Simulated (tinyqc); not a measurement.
Switching kinetics of a ferroelectric film and the memory window of a ferroelectric gate stack: one step, computed by the program tinyqc. Command: `OMP_NUM_THREADS=1 python tinyqc.py 3024973 3024974 out.jsonl feswitch walk`. One thread of a shared host (Intel(R) Xeon(R) Processor @ 2.30GHz), about 0.02 s of CPU time with the checks.

Fields in MV/cm; 1 microcoulomb/cm^2 over eps_0 is 11.29409 MV/cm. In the stack (metal, ferroelectric, interlayer, channel) the channel is taken as a conductor.

Problem. The hysteresis loop. Saturated branches: P(E) = P_s tanh[(E -/+ E_c)/(2 delta)], delta = E_c/ln[(1 + P_r/P_s)/(1 - P_r/P_s)]; D = P + eps_0 eps_F E.

Inputs (values chosen for the exercise, for a model hafnia-based film): saturation polarisation P_s = 15 microcoulomb/cm^2; ratio P_r/P_s = 0.76; coercive field E_c = 0.96 MV/cm; permittivity of the ferroelectric eps_F = 37.

Give: delta; P on both branches (microcoulomb/cm^2) at E/E_c = -3, -2, -1, -0.5, 0, 0.5, 1, 1.5, 2, 3; peak differential permittivity eps_F + P_s/(2 delta eps_0).

Solution.

delta = 0.48182 MV/cm

P on both branches (microcoulomb/cm^2) at E/E_c = -3, -2, -1, -0.5, 0, 0.5, 1, 1.5, 2, 3:
```
E (MV/cm)  rising branch  falling branch
-2.88            -14.990         -14.452
-1.92            -14.924         -11.400
-0.96            -14.452           0.000
-0.48            -13.562           6.909
0.00             -11.400          11.400
0.48              -6.909          13.562
0.96               0.000          14.452
1.44               6.909          14.795
1.92              11.400          14.924
2.88              14.452          14.990
```

peak differential permittivity eps_F + P_s/(2 delta eps_0) = 212.80
